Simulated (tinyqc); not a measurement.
# Changing the mean composition c0

Model: Cahn-Hilliard equation on a periodic one-dimensional grid. Computed by tinyqc, a small Python program. Command: `OMP_NUM_THREADS=1 python tinyqc.py 3013420 3013421 out.jsonl cahn sweep`. One thread of a shared host (Intel(R) Xeon(R) Processor @ 2.30GHz), about 3 s of CPU time with the checks.

Free energy F = h sum_j [A (c_j^2 - 1)^2/4 + (kappa/2) ((c_(j+1) - c_j)/h)^2]; dc/dt = Lap(mu), mu = A (c^3 - c) - kappa Lap(c), Lap(y)_j = (y_(j+1) - 2 y_j + y_(j-1))/h^2, mobility 1; the grid has n = 12 points.

Inputs (values chosen for the exercise, in reduced units): spacing h = 0.82; well depth A = 1.1; gradient coefficient kappa = 1.3; noise amplitude = 0.05; time step dt = 0.019; end time = 150.

Scheme: explicit Euler.

random numbers: [0.949, 0.036, -0.696, -0.730, -0.964, 0.974, 0.384, 0.322, -0.656, 0.804, 0.906, 0.591]

Method:
- f'' = A (3 c0^2 - 1). Mode m has lambda_m = (4/h^2) sin^2(pi m/n) and the rate w_m = -lambda_m (f'' + kappa lambda_m). In the continuum the fastest wavelength is 2 pi sqrt(2 kappa/|f''|) with the rate f''^2/(4 kappa). Explicit steps near c = +-1, where f'' = 2A, are stable for dt < 2/(16 kappa/h^4 + 8 A/h^2).
- Start: c_j = c0 + amplitude x (z_j - mean of z).
- c(new) = c + dt Lap(mu).
- Run to the end time; break off if |c| exceeds 3 or F has risen by more than 1e-9 in more than 30 steps. Domains = stretches with c > c0.

One run for each value:
```
mean composition c0  fastest wavelength  largest rate  F at the end       f''
-0.36                            12.356       0.08693        1.9826  -0.67232
-0.24                            10.621       0.15922        2.1164  -0.90992
-0.12                             9.876       0.21302        2.1689  -1.05248
0.00                              9.660       0.23269        2.1831  -1.10000
0.12                              9.876       0.21302        2.1689  -1.05248
0.24                             10.621       0.15922        2.1164  -0.90992
0.36                             12.356       0.08693        1.9826  -0.67232
```

What does the table show, and why?

Over the rows, fastest wavelength goes from 12.4 through a minimum among these rows, 9.66 at 0, to 12.4; largest rate goes from 0.0869 through a maximum among these rows, 0.233 at 0, to 0.0869; F at the end goes from 1.98 through a maximum among these rows, 2.18 at 0, to 1.98. The spinodal lies at |c0| = 1/sqrt(3) = 0.577, where the wavelength diverges and the rate vanishes. Left out: -0.480, 0.480 (no mode grows enough within the run).

Extremes, crossings and ranges named in words are read from the listed rows.
